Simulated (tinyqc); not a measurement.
## Via and link resistance from two via chains

Problem. A chain of 5000 vias joined by 5000 metal links has R = 5000 (Rv + Rlink), with Rlink proportional to the link length. Find Rv, Rlink for length L, and the value of Rv that the short chain would give if the links were ignored.

resistance of chains of 5000 links with link lengths L and 3 L (ohm): 2.2e5  3.6e5

Answer. R per link is a straight line in the link length; its intercept at zero length is Rv.

Rv = 30.00 ohm
Rlink = 14.00 ohm
Rv without correction = 44.00 ohm

tinyqc, about 0.01 s, one thread, Intel Xeon 2.30GHz (shared host): `OMP_NUM_THREADS=1 python tinyqc.py 2750145 2750146 out.jsonl`
